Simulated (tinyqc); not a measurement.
Two-mode optical phonons of a ternary alloy from two coupled oscillators: one step, computed by the program tinyqc.

An alloy A(x)B(1-x)C has an A-C and a B-C bond oscillator. Each TO frequency moves linearly from the impurity mode (dilute end) to the TO of the pure crystal; each strength is proportional to the number of bonds.

Question. LO modes, coupled by the field. eps(omega) = eps_inf + W_1/(omega_1^2 - omega^2) + W_2/(omega_2^2 - omega^2) = 0 is the eigenproblem of the matrix [[omega_1^2 + W_1/eps_inf, sqrt(W_1 W_2)/eps_inf], [sqrt(W_1 W_2)/eps_inf, omega_2^2 + W_2/eps_inf]] for omega_LO^2. Uncoupled values keep the diagonal alone. eps_s = eps_inf + W_1/omega_1^2 + W_2/omega_2^2.

omega_1 (A-C, TO) = 420.36 1/cm

omega_2 (B-C, TO) = 280.28 1/cm

eps_inf = 9.2332

W_1 = 212628.2 1/cm^2

W_2 = 213465.6 1/cm^2

Give: matrix; lower LO mode; upper LO mode; uncoupled values; eps_s.

Answer.

matrix (1/cm^2):
```
           1          2
1  1.997e+05  2.307e+04
2  2.307e+04  1.017e+05
```

lower LO mode = 310.7 1/cm

upper LO mode = 452.6 1/cm

uncoupled values (1/cm): 318.9  446.9

eps_s = 13.15

The field pushes the upper mode up by 5.73 and the lower one down by 8.19 per cm; the lower LO stays between the two TO modes.
